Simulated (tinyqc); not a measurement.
# Trap density from one capacitance

Inverse problem. Traps spread evenly through the insulator exchange electrons with the semiconductor by tunnelling, with tau(x) = t0 exp(2 ka x) at depth x from the interface. The admittance per area Y seen at depth x obeys dY/dx = -Y^2/(i w eps0 eox) + q Nb ln(1 + i w tau)/tau, with Y(0) = i w Cs and w = 2 pi f; the gate sees Y(tox) = G + i w C. Working variable y = Y/(i w), in uF/cm^2. Cox = eps0 eox/tox. Find Nb and G/w.

Parameters, values chosen for the exercise:
- eox = 3.83 (relative permittivity of the insulator)
- tox = 6.1 nm (insulator thickness)
- Cs = 1.2 uF/cm^2 (semiconductor capacitance in accumulation)
- ka = 4.6 1/nm (decay constant of the wave function in the insulator)
- t0 = 1e-9 s (time constant of a trap at the interface)
- f = 1000 Hz (frequency)

Constants: q = 1.602176634e-19 C, eps0 = 8.8541878128e-14 F/cm where lengths are in cm. Results are converted to the units shown.

C = 0.39593389 uF/cm^2

Answer. C rises steadily with Nb, so one density matches; in practice ka and t0 must come from the frequency dependence.

Nb = 4.700e18 cm^-3 eV^-1
G/w = 0.002642 uF/cm^2

Program tinyqc, `OMP_NUM_THREADS=1 python tinyqc.py 2202159 2202160 out.jsonl`; Intel Xeon 2.30GHz, shared host, one thread, about 0.4 s.
